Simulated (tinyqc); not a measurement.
Space-charge-limited current through a thin insulating or semi-insulating film with traps: one step, computed by the program tinyqc.

One ohmic injecting contact at x = 0 (field zero), drift only, non-degenerate free carriers.

Question. One point of the curve. Free density n_0 = N_c exp(-E_0/k_B T) in equilibrium; trapped density n_t(n) = N_t/(1 + n_1/n), n_1 = N_c exp(-E_t/k_B T). J = e mu n F and (eps eps_0/e) dF/dx = n - n_0 + n_t(n) - n_t(n_0) = rho(n). With F = J/(e mu n): d = (eps eps_0 J/(e^2 mu)) I_1 and V = (eps eps_0 J^2/(e^3 mu^2)) I_2, I_k = int_(n_L)^infinity dn/(n^(k+1) rho(n)), n_L the density at the anode; with u = n_L/n, 200 Gauss-Legendre points in t, u = 1 - (1 - t)^2. Anode field J/(e mu n_L); Mott-Gurney current (9/8) eps eps_0 mu V^2/d^3; ohmic current e n_0 mu V/d.

Inputs (values chosen for the exercise, modelled on semi-insulating GaAs): permittivity eps = 12.9; band mobility mu = 3700 cm^2/(V s); effective density of states N_c = 4.4e+17 1/cm^3; trap density N_t = 5.3e+15 1/cm^3; equilibrium Fermi level below the band edge, E_0 = 0.82 eV; thickness d = 1700 nm; free density at the anode, in units of N_c = 8.5e-09; temperature T = 400 K; trap level E_t below the band edge = 0.3 eV.

Traps: single level.

Constants: k_B = 8.617333262e-05 eV/K; eps_0 = 8.8541878128e-12 F/m; e = 1.602176634e-19 C.

Give: I_1; I_2; current density J; voltage V; anode field over mean field V/d; trap-free Mott-Gurney current; ohmic current.

Answer.

I_1 = 4.878e-22 cm^6

I_2 = 8.699e-32 cm^9

current density J = 2.898e-05 A/cm^2

voltage V = 0.001482 V

anode field over mean field V/d = 1.499

trap-free Mott-Gurney current = 0.002125 A/cm^2

ohmic current = 1.060e-07 A/cm^2

Caution: V is below 10 k_B T/e, where diffusion from the contact, left out here, dominates.
